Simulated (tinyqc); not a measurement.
Tersoff bond-order potential: one step, computed by the program tinyqc. Command: `OMP_NUM_THREADS=1 python tinyqc.py 3020418 3020419 out.jsonl tersoff walk`. One thread of a shared host (Intel(R) Xeon(R) Processor @ 2.30GHz), about 0.01 s of CPU time with the checks.

E = (1/2) sum_(i, j != i) [A exp(-lambda r_ij) - b_ij B exp(-mu r_ij)], b_ij = (1 + (beta zeta_ij)^n)^(-1/(2n)), zeta_ij = sum_(k != i, j) g(theta_ijk), g = 1 + c^2/d^2 - c^2/(d^2 + (h - cos theta)^2), with theta at atom i. Only nearest neighbours count (cut-off function 1 for them, 0 beyond).

Problem. Unrelaxed vacancy. Each of the four neighbours loses one bond; its three other bonds now have zeta = 2 g, for the direction that starts at it. E_v = -E + 12 x (1/2)(b(3g) - b(2g)) B exp(-mu r), where -E is the pair-like cost.

Inputs (values chosen for the exercise, modelled on germanium):

| quantity | value | unit |
|---|---|---|
| B | 411.34 | eV |
| mu | 1.7047 | 1/angstrom |
| beta | 8.54e-07 | - |
| n | 0.7556 | - |

zeta = 5468.136

energy per atom of the diamond lattice = -3.614739 eV

bond order b = 0.9886918

bond length = 2.476403 angstrom

Give: b(2g); unrelaxed vacancy energy E_v.

Solution.

b(2g) = 0.9916

unrelaxed vacancy energy E_v = 3.508 eV

Stronger back bonds return 0.107 eV, so E_v is 97 % of the cohesive energy.
